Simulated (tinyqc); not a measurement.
Phonon-assisted absorption at an indirect gap, step by step. Values are carried at full precision from step to step, so a last printed digit may differ when a step is redone from the rounded ones.

alpha(E) = sum_j A_j [N_j (E - Eg + w_j)^2 + (N_j + 1)(E - Eg - w_j)^2], each bracket counted only where its base is positive; N_j = 1/(exp(w_j/kB T) - 1). The first term absorbs a phonon and the second emits one; excitons and direct transitions are left out.

Constants: kB = 8.617333262e-05 eV/K.

Parameters, chosen for this exercise (loosely those of GaP at room temperature; Eg is not tied to T; shifted at random, so the results belong to these values and not to a real crystal): Eg = 2.299 eV (indirect gap, held fixed unless listed); w = (45, 13.1) meV (two zone-edge phonons); A = (6500, 330) 1/(cm eV^2) (their strengths); T = 300 K; E = 2.453 eV (photon energy); nr = 3.35 (refractive index); d = 140 micrometre (thickness); xj = 0.24 micrometre (dead layer at the surface); W = 26 micrometre (depleted width); L = 52 micrometre (minority diffusion length below it).

## The four branches at one energy

Evaluate the occupations and each term.

N_j: [0.2127, 1.515]

terms with phonon absorption (1/cm): [54.75, 13.96]

terms with phonon emission (1/cm): [93.65, 16.48]

alpha = 178.9 1/cm
wavelength hc/E (hc = 1239.841984 eV nm) = 505.4 nm

Phonon absorption supplies 38.4 % of alpha; the depth 1/alpha is 55.9 micrometre.

## What a slab does with it

Slab of thickness d in air, incoherent passes: R = ((nr - 1)/(nr + 1))^2, x = exp(-alpha d); transmitted Tr = (1 - R)^2 x/(1 - R^2 x^2), reflected Rt = R + (1 - R)^2 R x^2/(1 - R^2 x^2), absorbed Ab = (1 - R)(1 - x)/(1 - R x).

d in cm is 1e-4 times the value in micrometres.

R = 0.2918
x = 0.0818
Tr = 0.0410
Rt = 0.2928
Ab = 0.6661

A single pass would absorb (1 - R)(1 - x) = 0.6503; the back face adds 0.0159.

## Quantum efficiency of a diode

Photodiode (Gaertner form with a dead layer): QE = (1 - R) exp(-alpha xj) [1 - exp(-alpha W)/(1 + alpha L)], R = ((nr - 1)/(nr + 1))^2; responsivity = QE/E in A/W for E in eV.

Evaluate the factors; 1 micrometre = 1e-4 cm.

passes the dead layer = 0.9957
collected share = 0.6745
QE = 0.4756
responsivity = 0.1939 A/W

Without diffusion from below the collected share would be 0.3719.

## Checks

- Tr + Rt + Ab against 1: both 1.000000.

tinyqc: `OMP_NUM_THREADS=1 python tinyqc.py 1651383 1651384 out.jsonl`; about 0.01 s, one thread, shared Intel(R) Xeon(R) Processor @ 2.30GHz.
